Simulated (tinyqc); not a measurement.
The sixth-power law: interface roughness in a thin film (subband fluctuation and scattering).

Square well of width t, barriers V0, c = hbar^2/2m0: E1 solves k t + 2 atan[(k/mz)/(kappa/mb)] = pi, k = sqrt(mz E/c), kappa = sqrt(mb (V0 - E)/c). One interface is rough, so the subband edge fluctuates by G dt with G = |dE1/dt| (central difference of 0.01 angstrom; 2 E1/t for hard walls).

Gaussian roughness spectrum S(q) = pi D^2 Lc^2 exp(-q^2 Lc^2/4). Degenerate gas, taken to fill one subband (the second starts to fill once c kF^2/md exceeds E2 - E1, which is not tested here): kF = sqrt(2 pi Ns/gv), q = 2 kF sin(theta/2), 1/tau = (md/(2 pi c hbar)) G^2 times the integral from 0 to pi of S(q)(1 - cos theta)/eps(q)^2 dtheta, eps(q) = 1 + qs/q with screening (qs = gv md q0/(c eps), q0 = e^2/(4 pi eps0), form factors left out, which overstates the screening; other scattering is left out too, so these values lie far above measured mobilities in all but the thinnest films) or 1 without; mobility = tau c2/md with c2 = e/m0 = 1.75882e15 cm^2/(V s^2); 1e12/cm^2 = 1e-4/angstrom^2.

Constants: hbar^2/2m0 = 3.80998211 eV angstrom^2; hbar = 6.58211957e-16 eV s; e^2/(4 pi eps0) = 14.39964547 eV angstrom.

Inputs chosen for the exercise (near those of a thin Ge channel on (111), one valley; shifted at random, so the results belong to these values and not to a real crystal):
- mz = 1.63 m0 (confinement mass)
- V0 = 2.19 eV (barrier)
- mb = 0.3 m0 (barrier mass)
- md = 0.081 m0 (mass in the plane)
- gv = 1 (valleys)
- D = 3.7 angstrom (rms height of the roughness)
- Lc = 54 angstrom (correlation length)
- Ns = 0.71 x 1e12/cm^2 (sheet density)
- eps = 11.9 (mean dielectric constant at the channel)
- ts = (12, 15, 19, 22, 28, 35, 46) angstrom (thicknesses)

Screened mobility against thickness for the finite barrier and for hard walls.

Results:

| t (angstrom) | E1 (meV) | G (meV/angstrom) | mobility (cm^2/(V s)) | the same, hard walls |
|---|---|---|---|---|
| 12 | 138.4 | 21.344 | 190 | 121 |
| 15 | 91.2 | 11.447 | 660 | 463 |
| 19 | 58.3 | 5.851 | 2.53e+03 | 1.91e+03 |
| 22 | 44.0 | 3.842 | 5.86e+03 | 4.61e+03 |
| 28 | 27.6 | 1.913 | 2.37e+04 | 1.96e+04 |
| 35 | 17.9 | 0.998 | 8.69e+04 | 7.47e+04 |
| 46 | 10.5 | 0.448 | 4.32e+05 | 3.85e+05 |

With hard walls G goes as 1/t^3 and the mobility as t^6. With the finite barrier the local exponent is 5.58 at the thin end and 5.87 at the thick end, since the envelope leaks out and softens the dependence. The roughness limit falls below 500 cm^2/(V s) between 15 and 12 angstrom. The gate field, which also presses carriers to the interface, is left out. Below about 20 angstrom the effective-mass picture is itself doubtful. Up to t = 22 angstrom G D exceeds half of EF - E1, where the Born rate fails.

(tinyqc, `OMP_NUM_THREADS=1 python tinyqc.py 1281416 1281417 out.jsonl`, Intel(R) Xeon(R) Processor @ 2.30GHz, 1 thread, shared host, about 0.01 s.)
